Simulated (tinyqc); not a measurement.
What moves the results: alloy A(1-x)B(x) by interpolation with bowing. A value that a table varies takes the place of the one given here.

Each gap follows E(x) = (1 - x) E_A + x E_B - C x (1 - x); the lattice constant follows Vegard, a(x) = (1 - x) a_A + x a_B.

Mass at Gamma from the Kane formula 1/m = F + Ep (Eg + 2 Dso/3)/(Eg (Eg + Dso)). F is fixed by the masses of A and B and interpolated linearly, as is Ep; Eg and Dso carry their bowing.

Constants: hc = 1239.841984 eV nm.

Values chosen for the exercise (A near InAs, B near InSb; the results hold for these values, not for the real material): a = (6.064, 6.48) angstrom (lattice constant of A, B); Eg = (0.418, 0.235) eV (gap at Gamma to the s-like level of A, B); EgX = (1.443, 0.631) eV (gap to the lowest valley along Gamma-X of A, B); EgL = (1.15, 0.923) eV (gap to L of A, B); C = (0.679, 0.518, 0.667) eV (bowing of the Gamma, X and L gaps); Dso = (0.387, 0.804) eV (spin-orbit splitting of A, B); Ep = (21.3, 23.3) eV (Kane energy of A, B); me = (0.0261, 0.0136) m0 (electron mass at Gamma of A, B); Cs = 0.99 eV (bowing of Dso); x = 0.62 (fraction of B).

## Gaps across the alloy

Eleven compositions.

Gaps (eV):

| x | a (angstrom) | Gamma | X | L | lowest | wavelength (nm) |
|---|---|---|---|---|---|---|
| 0.0 | 6.0640 | 0.418 | 1.443 | 1.150 | Gamma | 2966 |
| 0.1 | 6.1056 | 0.339 | 1.315 | 1.067 | Gamma | 3662 |
| 0.2 | 6.1472 | 0.273 | 1.198 | 0.998 | Gamma | 4546 |
| 0.3 | 6.1888 | 0.221 | 1.091 | 0.942 | Gamma | 5623 |
| 0.4 | 6.2304 | 0.182 | 0.994 | 0.899 | Gamma | 6818 |
| 0.5 | 6.2720 | 0.157 | 0.907 | 0.870 | Gamma | 7910 |
| 0.6 | 6.3136 | 0.145 | 0.831 | 0.854 | Gamma | 8537 |
| 0.7 | 6.3552 | 0.147 | 0.766 | 0.851 | Gamma | 8417 |
| 0.8 | 6.3968 | 0.163 | 0.711 | 0.862 | Gamma | 7608 |
| 0.9 | 6.4384 | 0.192 | 0.666 | 0.886 | Gamma | 6451 |
| 1.0 | 6.4800 | 0.235 | 0.631 | 0.923 | Gamma | 5276 |

The lowest valley is Gamma at every x. The Gamma gap has a minimum inside the range, 0.144 eV at x = (C - (E_B - E_A))/(2C) = 0.635, since the bowing exceeds the difference of the end gaps.

## Three ways to interpolate a mass

Linear in m, linear in 1/m, and the Kane formula.

Masses (m0):

| x | Eg (eV) | linear in m | linear in 1/m | Kane | Kane m/Eg (1/eV) |
|---|---|---|---|---|---|
| 0.000 | 0.418 | 0.0261 | 0.0261 | 0.0261 | 0.0624 |
| 0.125 | 0.321 | 0.0245 | 0.0234 | 0.0193 | 0.0601 |
| 0.250 | 0.245 | 0.0230 | 0.0212 | 0.0145 | 0.0590 |
| 0.375 | 0.190 | 0.0214 | 0.0194 | 0.0112 | 0.0590 |
| 0.500 | 0.157 | 0.0198 | 0.0179 | 0.0093 | 0.0595 |
| 0.625 | 0.144 | 0.0183 | 0.0166 | 0.0086 | 0.0598 |
| 0.750 | 0.153 | 0.0167 | 0.0154 | 0.0091 | 0.0596 |
| 0.875 | 0.184 | 0.0152 | 0.0145 | 0.0108 | 0.0590 |
| 1.000 | 0.235 | 0.0136 | 0.0136 | 0.0136 | 0.0579 |

At x = 0.5 the three give 0.0198, 0.0179 and 0.0093; judged by the largest distance, the Kane value is closer to the interpolation in 1/m (largest distances 0.0105 m0 from the rule in m, 0.0086 m0 from the rule in 1/m), and it dips below both end values, following the bowed gap, which neither rule can do. The ratio m/Eg varies by a factor of 1.08 while the gap varies by 2.89; a constant ratio is the two-band rule m = Eg/Ep at fixed Ep.

## What each parameter does

Gaps at x and the Kane mass. Each row changes one parameter from the base and keeps the others.

Results:

| case | Gamma (eV) | X (eV) | L (eV) | mass (m0) |
|---|---|---|---|---|
| base | 0.1446 | 0.8175 | 0.8521 | 0.0086 |
| x = 0.58 | 0.1465 | 0.8459 | 0.8559 | 0.0087 |
| C = (0.779, 0.618, 0.767) eV | 0.1210 | 0.7940 | 0.8286 | 0.0073 |
| Eg = (0.439, 0.235) eV | 0.1525 | 0.8175 | 0.8521 | 0.0090 |
| EgX = (1.443, 0.599) eV | 0.1446 | 0.7977 | 0.8521 | 0.0086 |
| EgL = (1.092, 0.923) eV | 0.1446 | 0.8175 | 0.8301 | 0.0086 |
| Ep = (23.4, 25.6) eV | 0.1446 | 0.8175 | 0.8521 | 0.0083 |
| Cs = 1.04 eV | 0.1446 | 0.8175 | 0.8521 | 0.0086 |

The largest shifts from the base row, up to three for each result and ties (the steps differ in size, so this ranks the rows, not the parameters). Gamma (eV): C -0.0236, Eg +0.0080, x +0.0019; unchanged at the printed digits by EgX, EgL, Ep and Cs. X (eV): x +0.0283, C -0.0236, EgX -0.0198; unchanged at the printed digits by Eg, EgL, Ep and Cs. L (eV): C -0.0236, EgL -0.0220, x +0.0037; unchanged at the printed digits by Eg, EgX, Ep and Cs. mass (m0): C -0.0013, Ep -0.0004, Eg +0.0004; unchanged at the printed digits by EgX, EgL and Cs.

Program tinyqc; command `OMP_NUM_THREADS=1 python tinyqc.py 1050543 1050544 out.jsonl`; about 0.01 s on one thread of a shared Intel(R) Xeon(R) Processor @ 2.30GHz.
